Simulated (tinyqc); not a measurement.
Two-band tight binding of a puckered layer: one step. Masses. The numbers come from values chosen for the exercise (near a published set for monolayer black phosphorus).

With X = kx ax/2 and Y = ky ay/2: h = t2 + 2 cos(Y) (t1 exp(iX) + t3 exp(-iX)) + t5 exp(2iX), d = 4 t4 cos(X) cos(Y), H = [[d, h], [h*, d]], E = d -/+ |h|.

Constants: hbar^2/2m0 = 3.80998211 eV angstrom^2.

h0 = 0.814000 eV
chi = -4.773600 eV angstrom

gx, gy, ex, ey (eV angstrom^2): 7.414064  3.756857  0.937747  0.510125

Problem. Electrons: c/(ex + gx + chi^2/(2 h0)) along x, c/(ey + gy) along y; holes: the same with -ex and -ey; c = hbar^2/2m0. The coefficients stand in the order gx, gy, ex, ey.

Give: masses; density-of-states mass sqrt(mx my); my/mx.

Solution.

masses (m0):
```
               x       y
electron  0.1705  0.8929
hole      0.1861  1.1735
```

density-of-states mass sqrt(mx my) (m0): electron 0.3902, hole 0.4673

my/mx: electron 5.24, hole 6.31

Along x the term chi^2/(2 h0) = 14.00 eV angstrom^2 couples the bands and makes both carriers light; along y it is absent.

Computed by tinyqc, a small Python program: `OMP_NUM_THREADS=1 python tinyqc.py 1482554 1482555 out.jsonl` (the numbers bound the seed that draws the inputs); one thread of a shared host (Intel(R) Xeon(R) Processor @ 2.30GHz), about 0.01 s for the whole set of steps.
